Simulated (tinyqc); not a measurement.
What each parameter does: overlap of hydrogenic dopants: pairs, impurity band and the Mott density.

Ry* = Ry m/eps^2, aB = a0 eps/m. For 1s orbitals a distance rho = R/aB apart, in Ry*: overlap S = exp(-rho)(1 + rho + rho^2/3), J = (2/rho)(1 - (1 + rho) exp(-2 rho)) (attraction to the other ion), Kx = 2 (1 + rho) exp(-rho) (exchange of one electron). One electron on a pair has E = -1 - (J +/- Kx)/(1 +/- S), without the repulsion 2/rho of the ions. Hopping after orthogonalisation: t = (Kx - S J)/(1 - S^2), half the splitting. Dopants on a lattice with z neighbours, n = 1/R^3 (simple cubic), give a band of width B = 2 z t, as on any lattice of two interpenetrating sublattices. Valleys, central cells and disorder are left out.

Constants: Ry = 13.60569312 eV; a0 (Bohr radius) = 0.5291772105 angstrom.

Parameters, chosen for this exercise (an isotropic mass and dielectric constant of the size used for donors in SiC; the results hold for these values, not for the real material): m = 0.384 m0 (mass); eps = 9.6 (dielectric constant); rho = 5.5 aB (distance of a pair); N = 0.0049 1/aB^3 (dopant density); z = 6 (neighbours in the dopant lattice).

At fixed N in units of 1/aB^3 and fixed rho: Ry*, 2t of the pair, B of the lattice and the density in 1e18/cm^3 (1/angstrom^3 = 1e24/cm^3).

One parameter was then changed.

Results before and after:
```
case     Ry* (meV)  2t (meV)  B (meV)  density (1e18/cm^3)
base        56.690    3.2447   14.209                2.116
changed     56.690    2.1595   14.209                2.116
```

Which of these changes was made? (a) eps = 10.56; (b) rho = 6 aB; (c) m = 0.4224 m0; (d) N = 0.00735 1/aB^3.
Answer: (b) rho = 6 aB. Of the candidates, run in turn, only this one gives the changed row.

All candidates:
```
case                Ry* (meV)  2t (meV)  B (meV)  density (1e18/cm^3)
base                   56.690    3.2447   14.209                2.116
m = 0.4224 m0          62.359    3.5692   15.630                2.817
eps = 10.56            46.852    2.6816   11.743                1.590
rho = 6 aB             56.690    2.1595   14.209                2.116
N = 0.00735 1/aB^3     56.690    3.2447   25.896                3.174
```

Run: tinyqc, `OMP_NUM_THREADS=1 python tinyqc.py 1481566 1481567 out.jsonl`; Intel(R) Xeon(R) Processor @ 2.30GHz, one thread, shared host; about 0.01 s of CPU time with all checks.
